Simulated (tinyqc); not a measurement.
Electron mobility in a silicon inversion layer, empirical terms and Matthiessen rule: two steps of the calculation.

Inversion layer of sheet density Ns on a uniformly doped body. The mobility terms are empirical power laws with prefactors chosen for the exercise; adding their inverses (Matthiessen) is itself an approximation.

Inputs (values chosen for the exercise); material values close to those of silicon:
- T = 325 K (temperature)
- Eg = 1.14 eV (band gap)
- eps_r = 11.5 (relative permittivity of the semiconductor)
- Nc = 3.13e19 cm^-3 (conduction-band density of states at T)
- Nv = 3.01e19 cm^-3 (valence-band density of states at T)
- Nb = 7.9e17 cm^-3 (body doping)
- Vsb = 0 V (reverse body bias)
- eta = 0.5 (weight of the inversion charge in the effective field)
- Ap = 468 cm^2/(V s) (phonon-limited mobility at 1 MV/cm and 300 K)
- As = 1210 cm^2/(V s) (roughness-limited mobility at 1 MV/cm)
- gs = 2 (exponent of the roughness term)
- Ac = 1600 cm^2/(V s) (Coulomb prefactor)
- Nit = 3.5e10 cm^-2 (charge at the interface)
- Ns = 1.1e13 cm^-2 (inversion density)
- WL = 10 (ratio W/L)
- Vd = 0.05 V (drain voltage)
- I = 190 uA (measured linear current)

Constants: q = 1.602176634e-19 C, kB = 1.380649e-23 J/K, Vt = kB T/q, eps0 = 8.8541878128e-14 F/cm where lengths are in cm. Results are converted to the units shown.

Task 1. Depletion charge and effective field. ni = sqrt(Nc Nv) exp(-Eg/(2 Vt)), Eg in volts; Ndep = sqrt(2 eps0 eps_r Nb (2 Vt ln(Nb/ni) + Vsb)/q); E = q (Ndep + eta Ns)/(eps0 eps_r), in MV/cm.

Find: ni; Ndep; E.

Result 1.

ni = 4.4469e10 cm^-3
Ndep = 3.0641e12 cm^-2
E = 1.3476 MV/cm

The depletion charge gives 35.8 % of the field.

Task 2. Inversion density for the measured current. I = (W/L) q Ns mu Vd. E = q (Ndep + eta Ns)/(eps0 eps_r) in MV/cm. With t = T/(300 K): muC = Ac (Ns/1e12 cm^-2) t/(Nb/1e17 cm^-3 + Nit/1e11 cm^-2), muP = Ap E^(-1/3) t^(-1.75), muS = As E^(-gs); 1/mu is the sum of the inverses. Ns(new) = I/((W/L) q mu Vd).

Ns after iteration 1 = 9.3524960e12 cm^-2
Ndep = 3.0641050e12 cm^-2

Give: E; mu; Ns after iteration 2.

Result 2.

E = 1.218 MV/cm
mu = 229.4 cm^2/(V s)
Ns after iteration 2 = 1.034e13 cm^-2

Program tinyqc, `OMP_NUM_THREADS=1 python tinyqc.py 2510082 2510083 out.jsonl`; Intel Xeon 2.30GHz, shared host, one thread, about 0.01 s.
